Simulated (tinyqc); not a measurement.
Trap in a gate oxide as a short-range spherical well, step by step. Values are carried at full precision from step to step, so a last printed digit may differ when a step is redone from the rounded ones.

A spherical well of radius R and depth V0 below the conduction edge, one mass m, c = hbar^2/2m0. The s level at binding Et solves k cot(k R) = -kappa with k = sqrt(m (V0 - Et)/c), kappa = sqrt(m Et/c); it exists for V0 > Vc = c (pi/2R)^2/m. Outside, psi falls as exp(-kappa r)/r.

Constants: hbar^2/2m0 = 3.80998211 eV angstrom^2; fine-structure constant alpha = 0.007297352564; hc = 1239.841984 eV nm; kB = 8.617333262e-05 eV/K.

Parameters, chosen for this exercise (near those of Al2O3 on GaAs; shifted at random, so the results belong to these values and not to a real crystal): R = 3.3 angstrom (radius of the well); V0 = 6.49 eV (depth of the well); m = 0.288 m0 (mass); n_r = 1.68 (refractive index); dEc = 1.89 eV (conduction offset to the channel); Fox = 2.3 MV/cm (oxide field, lowering levels away from the channel); t0 = 7 x 1e-11 s (time constant at the interface); T = 400 K (temperature); EF = 0.04 eV (Fermi level above the channel edge); x = 14 angstrom (depth of the trap).

## The bound level

Solve for Et; the share outside is [sin^2(kR)/(2 kappa)]/[sin^2(kR)/(2 kappa) + R/2 - sin(2kR)/(4k)].

Et = 1.3823 eV
k = 0.6214 1/angstrom
kappa = 0.3233 1/angstrom
share outside = 0.381
Vc = 2.997 eV

The well is 2.17 times the critical depth. Since dEt/dV0 equals the share inside, 0.62, a 1 % change of V0 moves Et by 2.9 %. The decay length is 3.1 angstrom, 0.9 times R.

## Peak of the photo-ionisation cross-section

Lucovsky model (delta well, plane-wave final states, no local-field factor): sigma = (32 pi alpha c/(3 n_r m Et)) (x - 1)^(3/2)/x^3, x = h nu/Et, c = hbar^2/2m0; 1 angstrom^2 = 1e-16 cm^2.

The maximum lies at x = 2. Give the photon energy, its wavelength and sigma there.

h nu = 2.765 eV
wavelength = 448 nm
sigma = 17.4 x 1e-18 cm^2

With 38 % of the state outside the well the delta-well form is only a rough model of this centre.

## Level, tunnelling time and occupation

Energies from the conduction edge of the channel. The trap level at depth x is E_T = dEc - Et - e Fox x (1 MV/cm = 0.01 eV/angstrom). An electron at the channel edge tunnels with the WKB exponent S = (4/3) sqrt(m/c) [dEc^(3/2) - (dEc - e Fox x)^(3/2)]/(e Fox), c = hbar^2/2m0; tau = t0 exp(S); the occupation is f = 1/(1 + exp((E_T - EF)/kB T)), tau_c = tau/f and tau_e = tau/(1 - f). Lattice relaxation is left out; a level below the channel edge needs phonons as well, so tau is then a lower bound, while a level above it can also empty elastically at its own energy, through a thinner barrier, faster than this tau.

Give E_T, S, tau and ln(tau_c/tau_e) = (E_T - EF)/kB T.

E_T = 0.186 eV
S = 10.119
tau = 1.74e-06 s
ln(tau_c/tau_e) = 4.2

The level lies 4 kB T above EF, so the trap is mostly empty. A flat barrier would give S = 2 sqrt(m dEc/c) x = 10.58.

## Checks

- Et from the radial equation on a grid against the matching condition, eV: both 1.38.

Run: tinyqc, `OMP_NUM_THREADS=1 python tinyqc.py 1280441 1280442 out.jsonl`; Intel(R) Xeon(R) Processor @ 2.30GHz, one thread, shared host; about 0.01 s of CPU time with all checks.
